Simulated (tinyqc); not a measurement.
Worked calculation: UKS/LDA (PW92) in the 3-21g basis, for H2-, spin multiplicity 2. The basis has no diffuse functions, so it cannot describe the extra electron: this is an exercise in the method, not the real anion. One step of it, computed by the program tinyqc.

Question. Iteration 1: diagonalisation and new density. A level shift of 1 hartree raises the virtual space: F + shift (S - S D(s) S), with D(s) the density of one spin. Diagonalise F' = X^T F X, C = X C', fill 2 alpha and 1 beta electrons from the bottom; D(s) = C_occ C_occ^T. Each column has its largest component positive (the first on a tie).

F(alpha) (hartree):
```
           1H 1s      1H 2s      2H 1s      2H 2s
1H 1s   0.667930   0.000299  -0.105596  -0.058250
1H 2s   0.000299   0.211334  -0.058250   0.125974
2H 1s  -0.105596  -0.058250   0.667930   0.000299
2H 2s  -0.058250   0.125974   0.000299   0.211334
```

F(beta) (hartree):
```
           1H 1s      1H 2s      2H 1s      2H 2s
1H 1s   0.761218   0.050428  -0.070510  -0.020729
1H 2s   0.050428   0.259467  -0.020729   0.167942
2H 1s  -0.070510  -0.020729   0.761218   0.050428
2H 2s  -0.020729   0.167942   0.050428   0.259467
```

X:
```
               1          2          3         4
1H 1s  -0.685153   0.805659   0.803285  0.270890
1H 2s   1.961222  -0.659155   0.280627  0.331099
2H 1s   0.685153   0.805659  -0.803285  0.270890
2H 2s  -1.961222  -0.659155  -0.280627  0.331099
```

D(alpha) at the start:
```
           1H 1s     1H 2s      2H 1s     2H 2s
1H 1s   0.206120  0.287194  -0.010493  0.002602
1H 2s   0.287194  0.401600   0.002602  0.027697
2H 1s  -0.010493  0.002602   0.206120  0.287194
2H 2s   0.002602  0.027697   0.287194  0.401600
```

D(beta) at the start:
```
           1H 1s     1H 2s      2H 1s     2H 2s
1H 1s   0.103060  0.143597  -0.005247  0.001301
1H 2s   0.143597  0.200800   0.001301  0.013848
2H 1s  -0.005247  0.001301   0.103060  0.143597
2H 2s   0.001301  0.013848   0.143597  0.200800
```

overlap S:
```
          1H 1s     1H 2s     2H 1s     2H 2s
1H 1s  1.000000  0.645899  0.371924  0.466954
1H 2s  0.645899  1.000000  0.466954  0.821633
2H 1s  0.371924  0.466954  1.000000  0.645899
2H 2s  0.466954  0.821633  0.645899  1.000000
```

Give: F' = X^T F X; orbital energies; coefficients C; F' = X^T F X; orbital energies; coefficients C; D(alpha) after iteration 1; D(beta) after iteration 1.

Answer.

F' = X^T F X (alpha) (hartree):
```
         1       2        3        4
1   2.0474  0.0000  -0.6724   0.0000
2   0.0000  2.1438   0.0000   0.1521
3  -0.6724  0.0000   1.7807   0.0000
4   0.0000  0.1521   0.0000  -0.5573
```

orbital energies (alpha) (hartree): MO1 -0.5658, MO2 1.2286, MO3 2.1523, MO4 2.5995

coefficients C (alpha):
```
          MO1      MO2      MO3      MO4
1H 1s  0.2253   0.1860   0.8196  -1.0393
1H 2s  0.3675   1.4615  -0.6396   1.3376
2H 1s  0.2253  -0.1860   0.8196   1.0393
2H 2s  0.3675  -1.4615  -0.6396  -1.3376
```

F' = X^T F X (beta) (hartree):
```
         1       2        3       4
1   2.0921  0.0000  -0.6564  0.0000
2   0.0000  2.2038   0.0000  0.1522
3  -0.6564  0.0000   2.0101  0.0000
4   0.0000  0.1522   0.0000  0.3592
```

orbital energies (beta) (hartree): MO1 0.3468, MO2 1.3934, MO3 2.2162, MO4 2.7087

coefficients C (beta):
```
          MO1      MO2      MO3      MO4
1H 1s  0.2042   0.1163   0.8251  -1.0494
1H 2s  0.3838   1.5474  -0.6299   1.2372
2H 1s  0.2042  -0.1163   0.8251   1.0494
2H 2s  0.3838  -1.5474  -0.6299  -1.2372
```

D(alpha) after iteration 1:
```
         1H 1s    1H 2s    2H 1s    2H 2s
1H 1s   0.0854   0.3546   0.0162  -0.1890
1H 2s   0.3546   2.2711  -0.1890  -2.0009
2H 1s   0.0162  -0.1890   0.0854   0.3546
2H 2s  -0.1890  -2.0009   0.3546   2.2711
```

D(beta) after iteration 1:
```
        1H 1s   1H 2s   2H 1s   2H 2s
1H 1s  0.0417  0.0784  0.0417  0.0784
1H 2s  0.0784  0.1473  0.0784  0.1473
2H 1s  0.0417  0.0784  0.0417  0.0784
2H 2s  0.0784  0.1473  0.0784  0.1473
```
